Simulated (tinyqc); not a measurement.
From one set of inputs to another, one input at a time: minimum-mode following (dimer method) and harmonic rate on a two-dimensional model surface. Computed by tinyqc, a small Python program. Command: `OMP_NUM_THREADS=1 python tinyqc.py 3007343 3007344 out.jsonl dimer ladder`. One thread of a shared host (Intel(R) Xeon(R) Processor @ 2.30GHz), about 0.03 s of CPU time with the checks.

V(x, y) = -A (cos kx + cos ky) - B cos kx cos ky + (C sin ky + S sin kx)(1 - cos kx), k = 2 pi/a; the atom hops from the minimum at (0, 0) to that at (a, 0).

The inputs printed are set A. Inputs not listed in the table keep their values of set A, so the rows need not describe a real material.

Inputs (values chosen for the exercise, for a model surface):
```
quantity       value      unit
amplitude A     0.41        eV
amplitude B    0.074        eV
skew C          0.16        eV
asymmetry S    0.092        eV
period a         2.9  angstrom
mass M          35.5         u
temperature T    300         K
```

Surface: adatom on a square lattice.

Constants: nu for 1 eV/(angstrom^2 u) = 15.6333042 THz; k_B = 8.617333262e-05 eV/K.

Method:
- Newton steps x(new) = x - H^-1 grad V (moves limited to 0.3 angstrom) from (0, 0), (a, 0) and (a/2, 0) give the two minima and the saddle.
- Diagonalise the Hessian at the start minimum and at the saddle; nu = 15.6333042 THz x sqrt(|lambda|/M).
- Vineyard prefactor nu* = nu1 nu2 (minimum)/nu2 (saddle); k = nu* exp(-E_b/(k_B T)).

Each row keeps all changes above it:
```
input moved           from      to  barrier from the start (eV)  prefactor nu* (THz)  rate k (1/s)
set A                    -       -                      0.88084               4.0385    6.4385e-03
asymmetry S (eV)     0.092  -0.073                      0.86702               4.0380    1.0986e-02
period a (angstrom)    2.9     3.8                      0.86702               3.0816    8.3838e-03
amplitude B (eV)     0.074  -0.043                      0.66469               2.1553    1.4699e+01
skew C (eV)           0.16    0.04                      0.75366               2.3549    5.1402e-01
amplitude A (eV)      0.41    0.38                      0.69516               2.2369    4.6934e+00
mass M (u)            35.5    13.7                      0.69516               3.6008    7.5551e+00
```

Which inputs carry the difference?

Barrier from the start goes from 0.881 to 0.695, a factor 0.789 in all. The largest single move comes from amplitude B (a factor 0.767), and skew C works against it (a factor 1.13). Prefactor nu* goes from 4.04 to 3.60, a factor 0.892 in all. The largest single move comes from mass M (a factor 1.61), but it runs against the net change; the largest move in the direction of the net change is amplitude B (a factor 0.699). Rate k goes from 0.00644 to 7.56, a factor 1170 in all. The largest single move comes from amplitude B (a factor 1750), and skew C works against it (a factor 0.0350). The single moves hold for this order of the switches; the total does not depend on the order.

Extremes, crossings and ranges named in words are read from the listed rows.
